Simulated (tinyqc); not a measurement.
Comparisons within one model: model-solid line-up of a strained alloy layer on a substrate. A value that a table varies takes the place of the one given here.

All values of the alloy are linear in x but the gap, Eg(x) = (1 - x) Eg_A + x Eg_B - C x (1 - x), and the valence edge, Ev(x) = (1 - x) Ev_A + x Ev_B + fv C x (1 - x); Ec = Ev + Eg. Ev is the top of the unstrained valence band on a scale common to all materials. In the layer only the Gamma valley of the conduction band is followed, also where an X or L valley would lie lower.

Coherent growth on a (111) face: e_par = (a_s - a)/a, e_perp = -(2 C11 + 4 C12 - 4 C44)/(C11 + 2 C12 + 4 C44) e_par; exx = eyy = ezz = (2 e_par + e_perp)/3 and exy = eyz = ezx = (e_perp - e_par)/3.

Strained edges: Ec + ac tr(e); the valence edges are Ev plus the levels of the 6 x 6 matrix of X, Y, Z times spin with -Dso/3 + l exx + m (eyy + ezz) on the diagonal (cyclic), n exy off it, l = av + 2 b, m = av - b, n = sqrt(3) d. Spin-orbit term (Dso/3) L.sigma on X, Y, Z with (L_k)_ij = -i epsilon_kij: <X+|H|Y+> = -i Dso/3, <X+|H|Z-> = Dso/3, <Y+|H|Z-> = -i Dso/3, <Z+|H|X-> = -Dso/3, <Z+|H|Y-> = i Dso/3, <X-|H|Y-> = i Dso/3, and their conjugates; + and - are the spin along z.

dEc = Ec(substrate) - Ec(layer), dEv = Ev(layer) - Ev(substrate); positive values confine the carrier in the layer. Type I: both of one sign; type II: opposite signs; type III: the gaps do not overlap.

Coherent growth: e_par = (a_s - a)/a. (001): e_perp = -2 (C12/C11) e_par; exx = eyy = e_par, ezz = e_perp, no shear. (111): e_perp = -(2 C11 + 4 C12 - 4 C44)/(C11 + 2 C12 + 4 C44) e_par; exx = eyy = ezz = (2 e_par + e_perp)/3 and exy = eyz = ezx = (e_perp - e_par)/3. (110): e_perp = -(C11 + 3 C12 - 2 C44)/(C11 + C12 + 2 C44) e_par; exx = eyy = (e_par + e_perp)/2, ezz = e_par, exy = (e_perp - e_par)/2, eyz = ezx = 0.

Inputs chosen for the exercise (A near GaAs, B near GaP, substrate near GaP; shifted at random, so the results belong to these values and not to a real crystal): a = (5.656, 5.448) angstrom (lattice constant of A, B); Eg = (1.511, 2.897) eV (gap at Gamma to the s-like level of A, B); Dso = (0.341, 0.081) eV (spin-orbit splitting of A, B); Ev = (-0.81, -1.26) eV (top of the unstrained valence band of A, B); ac = (-7.21, -8.11) eV (conduction deformation potential of A, B); av = (1.18, 1.72) eV (valence hydrostatic potential of A, B); b = (-1.97, -1.58) eV (tetragonal shear potential of A, B); d = (-4.76, -4.6) eV (trigonal shear potential of A, B); C11 = (120.8, 140.6) GPa (of A, B); C12 = (56.5, 62.9) GPa (of A, B); C44 = (60.6, 69.3) GPa (of A, B); C = 0.189 eV (bowing of the gap); fv = 0.3 (share of the bowing taken by the valence edge); a_s = 5.448 angstrom (substrate); Eg_s = 2.376 eV (lowest gap of the substrate); Ev_s = -1.26 eV (substrate valence edge); face = 111 (growth face); x = 0.72 (fraction of B).

## Composition against offsets

Each composition is strained to the same substrate.

Results:

| x | e_par (%) | relaxed gap (eV) | strained gap (eV) | valence splitting (meV) | dEc (eV) | dEv (eV) | type |
|---|---|---|---|---|---|---|---|
| 0.19 | -3.00 | 1.745 | 2.022 | 136 | -0.081 | 0.435 | II |
| 0.30 | -2.60 | 1.887 | 2.134 | 120 | -0.136 | 0.378 | II |
| 0.41 | -2.20 | 2.034 | 2.248 | 105 | -0.192 | 0.320 | II |
| 0.52 | -1.80 | 2.185 | 2.364 | 89 | -0.250 | 0.261 | II |
| 0.64 | -1.36 | 2.354 | 2.494 | 71 | -0.315 | 0.197 | II |
| 0.75 | -0.95 | 2.515 | 2.615 | 53 | -0.376 | 0.137 | II |
| 0.86 | -0.53 | 2.680 | 2.738 | 33 | -0.439 | 0.077 | II |
| 0.97 | -0.11 | 2.850 | 2.863 | 8 | -0.503 | 0.017 | II |

The layer stays under compression over this range. The strained gap runs from 2.022 to 2.863 eV, against 1.745 to 2.850 eV for the relaxed alloy: strain takes back part of the change that the composition makes. Strains above 2 % can be kept only in layers of a few nanometres. The line-up is type II throughout. Offsets below about 50 meV are within the spread of parameter sets, so those rows do not settle the type. Where the alloy is indirect its X or L edge, left out, lies lower and sets the real gap and dEc.

## The same layer on three faces

Composition and substrate are kept.

Results:

| face | e_perp (%) | tr(e) (%) | shift of Ec (meV) | shift of Ev (meV) | valence splitting (meV) | gap (eV) |
|---|---|---|---|---|---|---|
| (001) | 0.957 | -1.158 | 91.0 | 15.9 | 51.1 | 2.5460 |
| (111) | 0.498 | -1.617 | 127.1 | 16.3 | 58.1 | 2.5816 |
| (110) | 0.592 | -1.523 | 119.7 | 18.3 | 60.7 | 2.5722 |

The layer yields most along the normal on (001) and least on (111), so the volume change, and with it the shift of Ec, is largest on (111). The valence splitting, set by b on (001), by d on (111) and by both on (110), is largest on (110). The gaps span 36 meV, from (001) to (111).

## What each parameter does

Strained gap, valence splitting and offsets. Each row changes one parameter from the base and keeps the others.

Results:

| case | gap (eV) | splitting (meV) | dEc (eV) | dEv (eV) |
|---|---|---|---|---|
| base | 2.5816 | 58.1 | -0.3593 | 0.1538 |
| x = 0.7 | 2.5595 | 61.3 | -0.3482 | 0.1646 |
| a_s = 5.428 angstrom | 2.6196 | 67.9 | -0.4030 | 0.1594 |
| C = 0.289 eV | 2.5614 | 58.1 | -0.3452 | 0.1598 |
| fv = 0.5 | 2.5816 | 58.1 | -0.3670 | 0.1614 |
| Ev_s = -1.21 eV | 2.5816 | 58.1 | -0.3093 | 0.1038 |
| d = (-5.474, -5.29) eV | 2.5753 | 62.8 | -0.3593 | 0.1600 |
| ac = (-8.292, -9.326) eV | 2.6006 | 58.1 | -0.3784 | 0.1538 |
| b = (-2.266, -1.817) eV | 2.5816 | 58.1 | -0.3593 | 0.1538 |

The largest shifts from the base row, up to three for each result and ties (the steps differ in size, so this ranks the rows, not the parameters). gap (eV): a_s +0.0380, x -0.0220, C -0.0202; unchanged at the printed digits by fv, Ev_s and b. splitting (meV): a_s +9.7, d +4.7, x +3.2; unchanged at the printed digits by C, fv, Ev_s, ac and b. dEc (eV): Ev_s +0.0500, a_s -0.0436, ac -0.0191; unchanged at the printed digits by d and b. dEv (eV): Ev_s -0.0500, x +0.0109, fv +0.0076; unchanged at the printed digits by ac and b.

tinyqc: `OMP_NUM_THREADS=1 python tinyqc.py 1080798 1080799 out.jsonl`; about 0.02 s, one thread, shared Intel(R) Xeon(R) Processor @ 2.30GHz.
